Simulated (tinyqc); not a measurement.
Strain-driven crossing of the Gamma and L valleys in a germanium-like crystal alloyed with tin, step by step. Values are carried at full precision from step to step, so a last printed digit may differ when a step is redone from the rounded ones.

With tin the unstrained gaps become E(y) = (1 - y) E + y EgS - CS y (1 - y); all other values are kept.
Constants: kB = 8.617333262e-05 eV/K; hc = 1239.841984 eV nm.

Inputs chosen for the exercise (near those of Ge, gaps at low temperature; shifted at random, so the results belong to these values and not to a real crystal): Eg = 0.887 eV (gap at Gamma to the s-like level); EgL = 0.734 eV (gap to L); EgS = (-0.385, 0.102) eV (Gamma and L gaps of the tin end); CS = (2.76, 0.94) eV (bowing of the Gamma and L gaps); y = 0.071 (tin fraction); C11 = 131 GPa; C12 = 48.4 GPa; C44 = 67.3 GPa; load = biaxial (110) (kind of strain); e0 = -0.0086 (size of the strain); Dso = 0.288 eV (spin-orbit splitting); ac = -8.24 eV (conduction deformation potential); av = 1.23 eV (valence hydrostatic potential); b = -2.56 eV (tetragonal shear potential); d = -5.31 eV (trigonal shear potential); aL = -1.34 eV (hydrostatic potential of the L edge, Xd + Xu/3); XuL = 16.94 eV (uniaxial potential, L); mG = 0.0415 m0 (mass at Gamma); mL = 0.555 m0 (density-of-states mass of the four L valleys together); T = 300 K (temperature).

## Gaps of the unstrained alloy

Give both gaps, their difference, and the y at which they cross (the root of a quadratic between 0 and 0.3).

Gamma and L gaps (eV): 0.6146  0.6271

Gamma - L = -0.0125 eV
crossing y = 0.0654

Without strain the alloy is direct.

## The strain tensor for a biaxial (110) load

Biaxial loads: e0 is the in-plane strain e_par and the normal is free. (001): e_perp = -2 (C12/C11) e_par; exx = eyy = e_par, ezz = e_perp, no shear. (111): e_perp = -(2 C11 + 4 C12 - 4 C44)/(C11 + 2 C12 + 4 C44) e_par; exx = eyy = ezz = (2 e_par + e_perp)/3 and exy = eyz = ezx = (e_perp - e_par)/3. (110): e_perp = -(C11 + 3 C12 - 2 C44)/(C11 + C12 + 2 C44) e_par; exx = eyy = (e_par + e_perp)/2, ezz = e_par, exy = (e_perp - e_par)/2, eyz = ezx = 0. Uniaxial loads: a stress along n, scaled so that n.e.n = e0, with exx = s11 sxx + s12 (syy + szz), exy = s44 sxy/2, s11 = (C11 + C12)/((C11 - C12)(C11 + 2 C12)), s12 = -C12/((C11 - C12)(C11 + 2 C12)), s44 = 1/C44.

Form the tensor and its trace.

strain tensor in the cubic axes:
```
           x          y          z
x  -0.002361   0.006239   0.000000
y   0.006239  -0.002361   0.000000
z   0.000000   0.000000  -0.008600
```

tr(e) = -0.013322

## Band edges

Edges from the unstrained valence top: Gamma at Eg + ac tr(e); an L valley with unit axis u at EgL + aL tr(e) + XuL (u.e.u - tr(e)/3), u along [111], [1-1-1], [-11-1], [-1-11]; valence edges are the levels of the 6 x 6 matrix of X, Y, Z times spin with -Dso/3 + l exx + m (eyy + ezz) on the diagonal (cyclic), n exy off it, l = av + 2 b, m = av - b, n = sqrt(3) d. Spin-orbit term (Dso/3) L.sigma on X, Y, Z with (L_k)_ij = -i epsilon_kij: <X+|H|Y+> = -i Dso/3, <X+|H|Z-> = Dso/3, <Y+|H|Z-> = -i Dso/3, <Z+|H|X-> = -Dso/3, <Z+|H|Y-> = i Dso/3, <X-|H|Y-> = i Dso/3, and their conjugates; + and - are the spin along z.

Give the edges and the direct and indirect gaps from the top valence edge.

Gamma edge = 0.7244 eV

L edges (eV): [111] 0.7154, [1-1-1] 0.5745, [-11-1] 0.5745, [-1-11] 0.7154

valence edges from the top (eV): 0.0205  -0.0430  -0.3147

direct and indirect gap (eV): 0.7039  0.5540

The gap is indirect: Gamma lies 150 meV above the lowest L valley. The top two valence edges are 63 meV apart.

## Electrons in the Gamma valley

Non-degenerate, parabolic: share = mG^(3/2)/(mG^(3/2) + (mL^(3/2)/4) sum_i exp(-(E_Li - E_Gamma)/kT)). Also the offset at which four equal L valleys hold half of the electrons, kT ln((mL/mG)^(3/2)), and the wavelength hc/E of the direct gap.

(mL/mG)^(3/2) = 48.91
share in Gamma = 0.0123 %
offset for an even split = 100.6 meV
wavelength = 1761 nm

With the L valleys as they lie here, Gamma must be 83 meV below the lowest of them to hold half of the electrons at 300 K; it lies 150 meV above. A direct gap alone is not enough.

Program tinyqc; command `OMP_NUM_THREADS=1 python tinyqc.py 1081429 1081430 out.jsonl`; about 0.01 s on one thread of a shared Intel(R) Xeon(R) Processor @ 2.30GHz.
